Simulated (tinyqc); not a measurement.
# Nanowire ballistic transistor, top-of-the-barrier model: what changes with what

At the top of the source barrier, states moving towards the drain are filled by the source (Fermi level 0) and states moving back by the drain (Fermi level -q Vd); nothing scatters. U is the shift of the band edge there, set by the capacitances CG, CD and CS (the total) and by the charge. Parabolic one-dimensional subbands; the source is grounded.

Parameters, values chosen for the exercise; mass and valleys close to those of a monolayer dichalcogenide: temperature T = 300 K; effective mass m = 0.492 m0; valley degeneracy gv = 2; relative permittivity of the gate insulator eox = 9; insulator thickness tox = 3.7 nm; wire diameter d = 3 nm; offset of a second subband (0: none) dE = 0.22 eV; gate control CG/CS aG = 0.86; drain control CD/CS aD = 0.006; band edge at the barrier top above the source Fermi level at zero bias E0 = 0.17 eV.

Constants: q = 1.602176634e-19 C, kB = 1.380649e-23 J/K, hbar = 1.054571817e-34 J s, h = 6.62607015e-34 J s, m0 = 9.1093837015e-31 kg, Vt = kB T/q, eps0 = 8.8541878128e-14 F/cm where lengths are in cm. Results are converted to the units shown.

Each table varies one quantity; the others keep the values above.

## Effect of the insulator thickness

N0 = gv sqrt(2 m kB T/pi)/hbar, CG = 2 pi eps0 eox/ln(1 + 2 tox/d), CS = CG/aG, n0 = n at U = 0 and Vd = 0. eta1 = -(E0 + U)/Vt, eta2 = eta1 - Vd/Vt, n = (N0/2)[F_(-1/2)(eta1) + F_(-1/2)(eta2)], F_(-1/2)(x) = (1/sqrt(pi)) int_0^infinity u^(-1/2)/(1 + exp(u - x)) du. Each F is summed over the two subbands, F(eta) + F(eta - dE/Vt), which share the mass. U = UL + q (n - n0)/CS with UL = -(aG Vg + aD Vd), energies in eV. I = gv (2 q^2/h) Vt [ln(1 + exp eta1) - ln(1 + exp eta2)], summed over both subbands. CQ = (q/Vt) dn/d(eta1). E0 is held fixed.

In this table Vg = 0.4 V, Vd = 0.4 V.

Effect of the insulator thickness:
```
tox (nm)     eta1  n (cm^-1)  I (uA)  mean velocity I/(q n) (cm/s)    CQ/CS
0.5        4.4832   7.6510e6  18.076                      1.4746e7  0.30412
0.74       3.8413   6.9950e6  15.511                      1.3840e7  0.45098
1.1        3.1681   6.2520e6  12.876                      1.2854e7  0.67688
1.6        2.5640   5.5212e6  10.579                      1.1959e7  0.97765
2.4        1.9886   4.7625e6  8.4862                      1.1122e7   1.3933
3.6        1.5091   4.0886e6  6.8494                      1.0456e7   1.8707
5.4        1.1178   3.5214e6  5.6139                      9.9505e6   2.3666
8         0.80750   3.0708e6  4.7141                      9.5814e6   2.8324
```

Read the table: what changes, and by how much?

As tox goes from 0.5 to 8 nm, n falls from 7.65e6 to 3.07e6 cm^-1, the mean velocity falls from 1.47e7 to 9.58e6 cm/s and the current falls from 18.1 to 4.71 uA. CQ/CS goes from 0.30 to 2.8. Over the range the current goes as tox^(-0.48) on average. For tox = 0.5 to 0.74 nm the insulator is under 1 nm thick, where gate tunnelling would matter.

## Output curve

Same model as above.

CQ = (q/Vt) dn/d(eta1).

In this table Vg = 0.4 V.

Output curve:
```
Vd (V)    eta1  n (cm^-1)  I (uA)  mean velocity I/(q n) (cm/s)  CQ/CS
0.01    0.4911    4.726e6  0.8894                       1.175e6  3.532
0.025   0.6993    4.571e6   2.142                       2.925e6  3.381
0.05    0.9959    4.351e6   3.928                       5.634e6  2.987
0.1      1.344    4.097e6   6.006                       9.149e6  2.228
0.15     1.441    4.032e6   6.577                       1.018e7  1.963
0.2      1.461    4.026e6   6.686                       1.036e7  1.914
0.3      1.472    4.035e6   6.728                       1.041e7  1.905
0.4      1.480    4.047e6   6.754                       1.042e7  1.904
0.6      1.496    4.070e6   6.807                       1.044e7  1.902
0.8      1.512    4.093e6   6.859                       1.046e7  1.900
```

What does the comparison show?

The current rises from 0.889 to 6.86 uA; n goes from 4.73e6 through a minimum of 4.03e6 (at Vd = 0.2 V among the rows listed) to 4.09e6 cm^-1 and eta1 rises from 0.491 to 1.51. The resistance in the first row is 11.2 kohm, against h/(2 q^2 gv) = 6.45 kohm for one open subband, though nothing scatters in the channel. The current passes 90 % of its last value at Vd = 0.15 V among the rows, where eta2 = -4.4: the drain no longer fills returning states.

## Effect of the valley degeneracy

Same model as above.

CQ = (q/Vt) dn/d(eta1). E0 is held fixed.

In this table Vg = 0.4 V, Vd = 0.4 V.

Result of one run:
```
gv    eta1  n (cm^-1)  I (uA)  mean velocity I/(q n) (cm/s)   CQ/CS
2   1.4800   4.0468e6  6.7543                      1.0417e7  1.9041
```

What becomes of these results when the valley degeneracy gv is changed from 2 to 1, all else the same?

Result of the changed run:
```
gv    eta1  n (cm^-1)  I (uA)  mean velocity I/(q n) (cm/s)    CQ/CS
1   2.9010   2.9685e6  5.9254                      1.2458e7  0.79585
```

The whole series:
```
gv      eta1  n (cm^-1)  I (uA)  mean velocity I/(q n) (cm/s)    CQ/CS
1     2.9010   2.9685e6  5.9254                      1.2458e7  0.79585
2     1.4800   4.0468e6  6.7543                      1.0417e7   1.9041
3    0.79149   4.5716e6  7.0047                      9.5633e6   2.8581
4    0.36553   4.8981e6  7.1533                      9.1154e6   3.5999
6   -0.16788   5.3102e6  7.3659                      8.6578e6   4.6486
```

As gv goes from 1 to 6, n rises from 2.97e6 to 5.31e6 cm^-1, the mean velocity falls from 1.25e7 to 8.66e6 cm/s and the current rises from 5.93 to 7.37 uA. CQ/CS goes from 0.80 to 4.6.

Numbers from tinyqc (`OMP_NUM_THREADS=1 python tinyqc.py 2400067 2400068 out.jsonl`; about 0.06 s on one thread of a shared Intel Xeon 2.30GHz).
